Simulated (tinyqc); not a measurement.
Comparisons within one model: valley splitting of a silicon quantum well in envelope theory. A value that a table varies takes the place of the one given here.

The well lies at 0 < z < L; U(z) = V0 [1/(1 + exp(z/w)) + 1/(1 + exp((L - z)/w))] - e F z, 1 mV/nm = 1e-4 eV/angstrom. The envelope psi solves -(c/ml) psi'' + U psi = E psi, c = hbar^2/2m0, by three-point differences on a grid of 0.1 angstrom from -40 to L + 40 angstrom. The two valleys at +/- k0 couple through D = C0 times the integral of exp(-i q z) U(z) psi^2, q = 2 k0 (2 pi/a), and split by Ev = 2|D|.

Random alloy: with Y(z) = Yw + (Yb - Yw) B(z), B the bracket in U, and in-plane density exp(-r^2/ad^2)/(pi ad^2), D gains a random complex part of variance sigma^2 = (C0^2/pi)(a^2 V0/(8 ad (Yb - Yw)))^2 (4/a) times the integral of psi^4 Y (1 - Y). Alone it gives a mean splitting sqrt(pi) sigma; together with the smooth part the rms splitting is 2 sqrt(|D|^2 + sigma^2).

Constants: hbar^2/2m0 = 3.80998211 eV angstrom^2.

Inputs chosen for the exercise (near those of a strained Si well in SiGe; not measured data): L = 68 angstrom (well width); V0 = 0.21 eV (conduction offset); ml = 0.921 m0 (mass along z); F = 8.7 mV/nm (field pressing towards the upper interface); k0 = 0.828 2 pi/a (valley position); a = 5.431 angstrom (lattice constant); C0 = 0.276 (Bloch overlap factor); Yb = 0.31 (Ge share of the barrier); Yw = 0 (Ge share of the well); ad = 180 angstrom (dot radius); ws = (0.4, 0.7, 1, 1.4, 2.2, 2.9, 4.8) angstrom (interface widths); Ls = (68, 69.4, 70.7, 72.1, 73.4, 74.8, 76.1, 77.5) angstrom (widths in steps of one atomic layer, a/4, rounded to the grid); F2 = 0 mV/nm (second field, zero or weak); w1 = 0.6 angstrom (interface width for this table); w = 1 angstrom (interface width parameter).

## Sharpness of the interface

The smooth part 2|D| and the disorder part against w, beside y/sinh(y) with y = pi q w. The 12 to 88 % width of the step is 4w.

Results:
```
w (angstrom)  4w (angstrom)  2|D| (micro-eV)  y/sinh(y)  sqrt(pi) sigma (micro-eV)
0.4                     1.6           111.84       0.44                        8.0
0.7                     2.8            32.55       0.12                        9.2
1.0                     4.0             7.80      0.029                       10.6
1.4                     5.6             1.02     0.0037                       13.0
2.2                     8.8             0.02    4.7e-05                       18.1
2.9                    11.6             0.00    9.2e-07                       22.8
4.8                    19.2             0.00    1.6e-11                       36.4
```

The smooth part needs a Fourier component of U psi^2 at a wavelength of 3.28 angstrom; from the first row to the third it falls by a factor 14.3, while y/sinh(y) falls by 14.9 (the envelope near the step and the phase between the two interfaces change too). The disorder part goes from 8.0 to 36.4 micro-eV, growing as the electron overlaps more alloy. It takes over between w = 0.7 and 1 angstrom, that is a step 2.8 to 4.0 angstrom wide, with 1.36 angstrom to an atomic layer.

## Adding atomic layers

The smooth splitting Ev = 2|D| with w = w1, at the field F2 and at F.

Results:
```
L (angstrom)  q L mod 2 pi  Ev at F2 (micro-eV)  Ev at F (micro-eV)
68.0                  4.61                 20.3                50.6
69.4                  1.01                 5.70                49.6
70.7                  3.50                 14.9                50.0
72.1                  6.19                 13.1                49.9
73.4                  2.39                 6.29                49.6
74.8                  5.08                 15.6                49.9
76.1                  1.28                 2.50                49.6
77.5                  3.96                 13.2                49.8
```

At F2 the splitting swings between 2.5 and 20.3 micro-eV, a ratio of 8.12, as the two interfaces add with the phase q L, which advances on average by 2.60 rad a layer. At F the ratio is 1.02, where in the first row psi^2 at the upper interface is 92.7 times that at the lower one: one interface dominates and the interference fades.

## What each parameter does

Orbital spacing, psi^2 at z = L, the smooth splitting and sigma; V0 is held fixed when Yw changes. Each row changes one parameter from the base and keeps the others.

Results:
```
case               E2 - E1 (meV)  psi^2(L) (1e-3/angstrom)  2|D| (micro-eV)  sigma (micro-eV)
base                       28.11                     3.659             7.80               6.0
ad = 220 angstrom          28.11                     3.659             7.80               4.9
Yw = 0.03                  28.11                     3.659             7.80              55.6
L = 74 angstrom            26.83                     3.630             7.69               6.0
V0 = 0.263 eV              28.50                     2.818             7.80               6.1
w = 1.3 angstrom           28.27                     3.407             1.71               7.0
F = 13.05 mV/nm            34.20                     5.500            11.72               8.9
k0 = 0.808 2 pi/a          28.11                     3.659             8.95               6.0
C0 = 0.331                 28.11                     3.659             9.36               7.2
```

The largest shifts from the base row, up to three for each result and ties (the steps differ in size, so this ranks the rows, not the parameters). E2 - E1 (meV): F +6.08, L -1.29, V0 +0.38; unchanged at the printed digits by ad, Yw, k0 and C0. psi^2(L) (1e-3/angstrom): F +1.841, V0 -0.841, w -0.252; unchanged at the printed digits by ad, Yw, k0 and C0. 2|D| (micro-eV): w -6.09, F +3.92, C0 +1.55; unchanged at the printed digits by ad, Yw and V0. sigma (micro-eV): Yw +49.6, F +2.9, C0 +1.2; unchanged at the printed digits by L and k0.

Program tinyqc; command `OMP_NUM_THREADS=1 python tinyqc.py 1281216 1281217 out.jsonl`; about 0.1 s on one thread of a shared Intel(R) Xeon(R) Processor @ 2.30GHz.
